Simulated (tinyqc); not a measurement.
Worked calculation: coherent transport through a tight-binding region between two chains. Computed by tinyqc, a small Python program that keeps every step. Settings: temperature = 4, mu = -0.08. Command: `OMP_NUM_THREADS=1 python tinyqc.py 31457 31458 out.jsonl` (the two numbers bound the seeds that draw the settings). One thread of a shared host (Intel(R) Xeon(R) Processor @ 2.60GHz), about 0.09 s of CPU time with the checks.

## Transmission at E = 0.05 eV

H of the central region (eV):
```
         1        2        3        4        5        6
1   0.0000  -1.7400   0.0000   0.0000   0.0000   0.0000
2  -1.7400   1.0400  -0.7500   0.0000   0.0000   0.0000
3   0.0000  -0.7500   1.0400  -0.7500   0.0000   0.0000
4   0.0000   0.0000  -0.7500   1.0400  -0.7500   0.0000
5   0.0000   0.0000   0.0000  -0.7500   1.0400  -0.9700
6   0.0000   0.0000   0.0000   0.0000  -0.9700   0.0000
```

Leads: semi-infinite chains with site energy 0:
```
parameter                           value
lead hopping t (eV)              2.990000
coupling to the left lead (eV)   0.460000
coupling to the right lead (eV)  1.080000
left contact site                       1
right contact site                      6
```

E = 0.0500 eV

Surface Green function g = (E - i sqrt(4 t^2 - E^2)) / (2 t^2); self-energy tc^2 g on each contact site; G = (E - H - Sigma)^(-1); Gamma = -2 Im Sigma; T = Gamma_L Gamma_R |G_LR|^2; local density of states -Im G_ii / pi.

g = 0.0028-0.3344i 1/eV

G (1/eV):
```
                 1                2                3                4
1  -0.1074-0.1426i   0.5720+0.0084i   1.0041+0.3420i   0.7534+0.4430i
2   0.5720+0.0084i  -0.0159-0.0235i  -0.0146-0.0505i  -0.0034-0.0432i
3   1.0041+0.3420i  -0.0146-0.0505i  -2.3487-0.8601i  -1.7524-1.0847i
4   0.7534+0.4430i  -0.0034-0.0432i  -1.7524-1.0847i  -2.3098-1.3886i
5  -0.0096+0.2428i   0.0101-0.0065i   0.0356-0.5718i   0.0368-0.7483i
6  -0.5923-0.0947i   0.0130+0.0268i   1.3913+0.2551i   1.8235+0.3100i

                 5                6
1  -0.0096+0.2428i  -0.5923-0.0947i
2   0.0101-0.0065i   0.0130+0.0268i
3   0.0356-0.5718i   1.3913+0.2551i
4   0.0368-0.7483i   1.8235+0.3100i
5   0.0130-0.4159i   1.0158+0.1541i
6   1.0158+0.1541i  -0.3732-0.0824i
```

local density of states (1/eV): 0.0454  0.0075  0.2738  0.4420  0.1324  0.0262

transmission = 0.0397

## Transmission across the band

The same steps on a grid of energies.

T(E):
```
E (eV)            T
-5.681000         0
-5.112900  1.81e-11
-4.544800  1.08e-10
-3.976700  6.51e-10
-3.408600  4.63e-09
-2.840500  4.54e-08
-2.272400  8.09e-07
-1.704300  6.76e-05
-1.136200    0.0022
-0.568100    0.0077
0            0.0252
0.568100     0.0145
1.136200     0.0808
1.704300     0.0131
2.272400     0.0310
2.840500     0.0009
3.408600   2.68e-06
3.976700   9.46e-08
4.544800   6.85e-09
5.112900   6.49e-10
5.681000   4.68e-11
```

levels of the isolated region (eV): -1.3930  -0.6973  0.2159  1.2454  2.1238  2.6652

## Current

I = (2e/h) int T(E) [f(E - mu - V/2) - f(E - mu + V/2)] dE at 4 K with mu = -0.08 eV, the bias not changing H; 2e^2/h = 77.48092 microsiemens; the integral runs over the band on 4001 points.

Current:
```
V (volt)  I (microampere)
0.0100             0.0113
0.0500             0.0580
0.1000             0.1176
0.2000             0.2534
0.4000             0.7345
0.8000             3.2845
```
